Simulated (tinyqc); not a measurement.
Warping of the constant-energy contours: six-band Luttinger-Kohn model.

Six-band Luttinger-Kohn model in the basis |3/2,3/2>, |3/2,1/2>, |3/2,-1/2>, |3/2,-3/2>, |1/2,1/2>, |1/2,-1/2>, electron energies, zero at the top of the unstrained valence band. H = -[rows: (P+Q, -S, R, 0, -S/r2, r2 R); (-S*, P-Q, 0, R, -r2 Q, r32 S); (R*, 0, P-Q, S, r32 S*, r2 Q); (0, R*, S*, P+Q, -r2 R*, -S*/r2); (-S*/r2, -r2 Q, r32 S, -r2 R, P+Dso, 0); (r2 R*, r32 S*, r2 Q, -S/r2, 0, P+Dso)], r2 = sqrt(2), r32 = sqrt(3/2). Levels are twofold.

P = c g1 k^2 - av tr(e); Q = c g2 (kx^2 + ky^2 - 2 kz^2) - (b/2)(exx + eyy - 2 ezz); R = c sqrt3 [-g2 (kx^2 - ky^2) + 2i g3 kx ky] + (sqrt3/2) b (exx - eyy) - i d exy; S = 2 c sqrt3 g3 (kx - i ky) kz - d (exz - i eyz); c = hbar^2/2m0, e the strain tensor (not engineering shear).

Constants: hbar^2/2m0 = 3.80998211 eV angstrom^2.

Inputs chosen for the exercise (near those of InSb; shifted at random, so the results belong to these values and not to a real crystal):
- Dso = 0.786 eV (spin-orbit splitting)
- g1 = 34.87 (Luttinger gamma1)
- g2 = 15.56 (gamma2)
- g3 = 16.57 (gamma3)
- E_h = 10 meV (hole energy below the top)

No strain (e = 0). In the plane kz = 0, |k| where the top and second pairs lie E_h below the top, against the angle from [100]; m = c k^2/E_h.

Contours:
```
angle (degrees)  k top (1/angstrom)  k second (1/angstrom)  m top (m0)  m second (m0)
0                            0.0265                 0.0063       0.267          0.015
18                           0.0286                 0.0063       0.311          0.015
27                           0.0310                 0.0063       0.366          0.015
36                           0.0334                 0.0063       0.425          0.015
45                           0.0345                 0.0063       0.454          0.015
```

Give the missing row, angle (degrees) = 9.

Computed row:
```
angle (degrees)  k top (1/angstrom)  k second (1/angstrom)  m top (m0)  m second (m0)
9                            0.0270                 0.0063       0.278          0.015
```

The heavy contour reaches 1.305 times as far along [110] as along [100], the light one 0.989 times. The warping follows g3 - g2 = 1.01 and would vanish for g2 = g3. Along [100] the heavy mass is 1/(g1 - 2 g2) = 0.267 at any energy, while the light one is 0.0152, against 1/(g1 + 2 g2) = 0.0152 at the edge, for E_h/Dso = 0.01.

(tinyqc, `OMP_NUM_THREADS=1 python tinyqc.py 1051070 1051071 out.jsonl`, Intel(R) Xeon(R) Processor @ 2.30GHz, 1 thread, shared host, about 0.06 s.)
